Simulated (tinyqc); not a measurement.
Grain-boundary diffusion: Harrison regimes, Fisher and Le Claire analysis, Hart average. Which input was changed? Computed by tinyqc, a small Python program. Command: `OMP_NUM_THREADS=1 python tinyqc.py 3024401 3024402 out.jsonl gbdiff which`. One thread of a shared host (Intel(R) Xeon(R) Processor @ 2.30GHz), about 0.02 s of CPU time with the checks.

A boundary is a slab of width delta with diffusivity D_b, normal to a surface held at constant concentration; it leaks into grains of diffusivity D.

Inputs (values chosen for the exercise, for a model polycrystal):
```
quantity                          value   unit
lattice prefactor D0            2.2e-05  m^2/s
lattice activation energy E        2.92     eV
boundary prefactor D0b          1.2e-05  m^2/s
boundary activation energy E_b     1.59     eV
boundary width delta               0.47     nm
segregation factor s                  3      -
grain size d                       0.51     um
temperature T                      1300      K
time t                            18000      s
```

Constants: k_B = 8.617333262e-05 eV/K.

Method:
- D = D0 exp(-E/(k_B T)), D_b = D0b exp(-E_b/(k_B T)).
- Triple product P = s delta D_b.
- Hart average for parallel slabs: f = delta/d, D_eff = (s f D_b + (1 - f) D)/(1 - f + s f); share of the boundaries = s f D_b/(s f D_b + (1 - f) D); depth sqrt(D_eff t).

Question. One of these inputs alone was changed, within the range given: lattice prefactor D0 (1.1e-05 to 4.4e-05); boundary activation energy E_b (0.795 to 3.18); time t (9000 to 3.6e+04); segregation factor s (1.5 to 6). Which one, and to what value?

Results:
```
run     depth sqrt(D_eff t) (um)  D_eff (m^2/s)  share of the boundaries
before                  20.25981   2.280332e-14                0.9953963
after                   22.34710   2.280332e-14                0.9953963
```

Answer.

Each candidate set to reproduce depth sqrt(D_eff t), and what it then gives:
```
candidate                                range searched  value needed  D_eff (m^2/s)  share of the boundaries
lattice prefactor D0 (m^2/s)         1.1e-05 to 4.4e-05  out of reach              -                        -
boundary activation energy E_b (eV)       0.795 to 3.18         1.568     2.7744e-14                  0.99622
time t (s)                              9000 to 3.6e+04         21900     2.2803e-14                  0.99540
segregation factor s                           1.5 to 6         3.655     2.7744e-14                  0.99622
```

Only time t fits every result: it went from 18000 to 21900 s. The next best candidate, segregation factor s, misses one result by 22 %.

Caution: outside regime A (which needs sqrt(D t) above about 3 d) the Hart average and its depth are formal: they describe a profile only in regime A or at steady state.
